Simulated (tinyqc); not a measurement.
FCI on RHF in the sto-6g basis, for Li+, spin multiplicity 1, step by step. One step of it, computed by the program tinyqc.

Problem. FCI: determinants and Hamiltonian. Slater-Condon rules over spin orbitals, with the nuclear repulsion added and E(HF) subtracted on the diagonal. Only determinants linked to the reference directly or through others are kept (one block of an abelian symmetry group), so some states are absent.

one-electron integrals over orbitals h = C^T H C (hartree):
$$\begin{pmatrix}
-4.444569 & 0.182217 & 0.000000 & 0.000000 & 0.000000 \\
0.182217 & -0.956766 & 0.000000 & 0.000000 & 0.000000 \\
0.000000 & 0.000000 & -0.879985 & 0.000000 & 0.000000 \\
0.000000 & 0.000000 & 0.000000 & -0.879985 & 0.000000 \\
0.000000 & 0.000000 & 0.000000 & 0.000000 & -0.879985
\end{pmatrix}$$

Two-electron integrals over orbitals (pq|rs), unique and non-zero (hartree):
```
(11|11) 1.667805    (21|11) -0.182217   (21|21) 0.031344    (22|11) 0.404780
(22|21) -0.009899   (22|22) 0.283189    (31|31) 0.009946    (32|31) 0.013403
(32|32) 0.060943    (33|11) 0.397011    (33|21) -0.005643   (33|22) 0.286209
(33|33) 0.313125    (41|41) 0.009946    (42|41) 0.013403    (42|42) 0.060943
(43|43) 0.016875    (44|11) 0.397011    (44|21) -0.005643   (44|22) 0.286209
(44|33) 0.279374    (44|44) 0.313125    (51|51) 0.009946    (52|51) 0.013403
(52|52) 0.060943    (53|53) 0.016875    (54|54) 0.016875    (55|11) 0.397011
(55|21) -0.005643   (55|22) 0.286209    (55|33) 0.279374    (55|44) 0.279374
(55|55) 0.313125
```

nuclear repulsion = 0 hartree

Hartree-Fock energy = -7.22133373 hartree

Give: determinants; H - E(HF) between determinants.

Solution.

Occupation strings over the orbitals (2 doubly, a alpha, b beta, 0 empty; spin orbitals ordered 1a 1b 2a 2b ...): 20000 ab000 ba000 02000 00200 00020 00002

H - E(HF) between determinants (hartree), order 20000, ab000, ba000, 02000, 00200, 00020, 00002:
$$\begin{pmatrix}
0.0000 & 0.0000 & 0.0000 & 0.0313 & 0.0099 & 0.0099 & 0.0099 \\
0.0000 & 2.2248 & -0.0313 & 0.1723 & 0.0134 & 0.0134 & 0.0134 \\
0.0000 & -0.0313 & 2.2248 & -0.1723 & -0.0134 & -0.0134 & -0.0134 \\
0.0313 & 0.1723 & -0.1723 & 5.5910 & 0.0609 & 0.0609 & 0.0609 \\
0.0099 & 0.0134 & -0.0134 & 0.0609 & 5.7745 & 0.0169 & 0.0169 \\
0.0099 & 0.0134 & -0.0134 & 0.0609 & 0.0169 & 5.7745 & 0.0169 \\
0.0099 & 0.0134 & -0.0134 & 0.0609 & 0.0169 & 0.0169 & 5.7745
\end{pmatrix}$$
